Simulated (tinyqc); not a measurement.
Single-oscillator infrared dielectric function of a polar cubic crystal: one step, computed by the program tinyqc. Command: `OMP_NUM_THREADS=1 python tinyqc.py 3024116 3024117 out.jsonl infrared walk`. One thread of a shared host (Intel(R) Xeon(R) Processor @ 2.30GHz), about 0.02 s of CPU time with the checks.

One ion pair, charges +Z* and -Z*, in a cell of volume Omega = a^3/4. Frequencies omega are given as wavenumbers (1/cm); eps_s is the static dielectric constant.

Task: Optical constants at the probe frequency. eps(omega) = eps_inf + W^2/(omega_TO^2 - omega^2 - i gamma omega); n + i k = sqrt(eps) with k >= 0; R = |(n + i k - 1)/(n + i k + 1)|^2 at normal incidence from vacuum. omega is the probe ratio times omega_TO. Intensity decays over 1/(4 pi omega k); the loss function is Im(-1/eps).

Inputs (values chosen for the exercise, modelled on aluminium arsenide):
```
quantity                    value  unit
omega_TO                      358  1/cm
eps_inf                      8.06     -
phonon damping gamma          4.5  1/cm
probe frequency / omega_TO  0.579     -
```

Structure: zinc blende. Free carriers: absent.

W = 498.1361 1/cm

Give: omega; Re eps; Im eps; n; k; reflectivity R; penetration depth of the intensity; loss function.

Result:

omega = 207.282 1/cm

Re eps = 10.972

Im eps = 0.031883

n = 3.3124

k = 0.0048126

reflectivity R = 0.28754

penetration depth of the intensity = 797.71 micrometre

loss function = 2.6483e-04

Re eps is positive and k is small against n: the wave propagates.
